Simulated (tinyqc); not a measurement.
Effective mass of the light-hole band from tabulated energies, step by step. Values are carried at full precision from step to step, so a last printed digit may differ when a step is redone from the rounded ones.

c = hbar^2/2m0. A uniform scatter of up to 0.1 meV has been added to mimic numerical noise.
Constants: hbar^2/2m0 = 3.80998211 eV angstrom^2; kB = 8.617333262e-05 eV/K.

Inputs chosen for the exercise (out of a larger set: band of an eight-band Kane model near CdTe; not measured data): T = 77 K (temperature).

## Finite differences

Energies along [111], from the band edge downward:

| k (1/angstrom) | E (meV) |
|---|---|
| 0.00000 | 0.0000 |
| 0.00800 | 2.2273 |
| 0.01600 | 8.9585 |
| 0.02400 | 20.0844 |
| 0.03200 | 35.0618 |
| 0.04000 | 53.8974 |
| 0.04800 | 75.9882 |
| 0.05600 | 100.9951 |
| 0.06400 | 128.4306 |

reference mass (curvature of the model at k = 0.0001 1/angstrom) = 0.10741 m0

The band is even in k. m = c k^2/E(k) from the points 1, 2, 4 (k = 0 is point 0); Richardson from points 1 and 2: c/m = [16 E(k1) - E(k2)]/(12 k1^2).

m from points 1, 2, 4 (m0): 0.10948  0.10887  0.11127

m by Richardson = 0.10968 m0

Errors against the reference: +1.92, +1.36 and +3.59 % and +2.11 %. The extrapolation does not help: a scatter of 0.1 meV is 4 % of the first energy, and the formula weights that point by 4/3.

## Least squares over all points

Fit E = a k^2 (a = sum k^2 E/sum k^4), then E = a k^2 + b k^4 from the normal equations; E in eV; m = c/a.

sums of k^4, k^6, k^8: 3.5930e-05  1.1717e-07  4.1414e-10

sums of k^2 E, k^4 E: 0.0011540  3.7333e-06

a, one term = 32.118 eV angstrom^2

a and b, two terms: 35.16  -932.2

m, one and two terms (m0): 0.11863  0.10837

The parabola over all points errs by +10.4 % because the weights k^4 favour the outer points; the second term brings the error to +0.9 %.

## The non-parabolic form

E (1 + alpha E) = c k^2/m means that y = c k^2/E is a straight line in E with intercept m and slope m alpha. Fit the line by unweighted least squares over points 1 to 8, E in eV.

y (m0): 0.10948  0.10887  0.10927  0.11127  0.11310  0.11552  0.11830  0.12151

m = 0.10801 m0
alpha = 0.941 1/eV

The intercept errs by +0.56 %. The scatter of the first points, divided by small energies, tilts an unweighted line. For this band the scale of alpha is set by Dso = 0.924 eV as well as by the gap.

## Which mass for which use

From the fitted m and alpha: momentum mass at energy E, m (1 + 2 alpha E); curvature mass m (1 + 2 alpha E)^3; thermal factors to first order in alpha kT: density of states Nc (1 + 15 alpha kT/4), conductivity mass m (1 + 5 alpha kT). Take E = 3 kT/2.

alpha kT = 0.0062
momentum mass = 0.11003 m0
curvature mass = 0.11419 m0
factor on Nc = 1.0234
thermal conductivity mass = 0.11138 m0

alpha kT is small, so first order serves. For a warped valence band one direction does not stand for the whole band.

## Checks

- Two-term fit by normal equations against a least-squares routine: both 35.1575.

(tinyqc, `OMP_NUM_THREADS=1 python tinyqc.py 1851178 1851179 out.jsonl`, Intel(R) Xeon(R) Processor @ 2.30GHz, 1 thread, shared host, about 0.01 s.)
